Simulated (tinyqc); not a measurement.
Inside a calculation. Method: Pariser-Parr-Pople SCF with singles CI, for the molecule [CH2+]c1ccccc1 (SMILES; centres numbered as the heavy atoms are written). One step of it, computed by the program tinyqc.

Question. PPP integrals. Mataga-Nishimoto: gamma = 14.399645/(R + a), a = 2 x 14.399645/(gamma_rr + gamma_ss); H_rr = -W_r - sum_(s != r) z_s gamma_rs; H_rs = beta for bonds.

Centres (angstrom, eV; a flat drawing with bonds scaled to 1.40 angstrom):
```
centre          x          y  core charge z          W   gamma_rr
1C       2.400000   0.000000              1  11.160000  11.130000
2C       1.000000   0.000000              1  11.160000  11.130000
3C       0.300000   1.212000              1  11.160000  11.130000
4C      -1.100000   1.212000              1  11.160000  11.130000
5C      -1.800000   0.000000              1  11.160000  11.130000
6C      -1.100000  -1.212000              1  11.160000  11.130000
7C       0.300000  -1.212000              1  11.160000  11.130000
```

Resonance integrals (eV):
```
i  j       beta
1  2  -2.390000
2  3  -2.390000
3  4  -2.390000
4  5  -2.390000
5  6  -2.390000
6  7  -2.390000
7  2  -2.390000
```

Give: repulsion gamma_rs; core matrix H.

Answer.

repulsion gamma_rs (eV):
```
         1C       2C       3C       4C       5C       6C       7C
1C  11.1300   5.3455   3.8725   2.8813   2.6211   2.8813   3.8725
2C   5.3455  11.1300   5.3463   3.8725   3.5175   3.8725   5.3463
3C   3.8725   5.3463  11.1300   5.3455   3.8725   3.5181   3.8732
4C   2.8813   3.8725   5.3455  11.1300   5.3463   3.8732   3.5181
5C   2.6211   3.5175   3.8725   5.3463  11.1300   5.3463   3.8725
6C   2.8813   3.8725   3.5181   3.8732   5.3463  11.1300   5.3455
7C   3.8725   5.3463   3.8732   3.5181   3.8725   5.3455  11.1300
```

core matrix H (eV):
```
          1C        2C        3C        4C        5C        6C        7C
1C  -32.6342   -2.3900    0.0000    0.0000    0.0000    0.0000    0.0000
2C   -2.3900  -38.4606   -2.3900    0.0000    0.0000    0.0000   -2.3900
3C    0.0000   -2.3900  -36.9882   -2.3900    0.0000    0.0000    0.0000
4C    0.0000    0.0000   -2.3900  -35.9969   -2.3900    0.0000    0.0000
5C    0.0000    0.0000    0.0000   -2.3900  -35.7361   -2.3900    0.0000
6C    0.0000    0.0000    0.0000    0.0000   -2.3900  -35.9969   -2.3900
7C    0.0000   -2.3900    0.0000    0.0000    0.0000   -2.3900  -36.9882
```
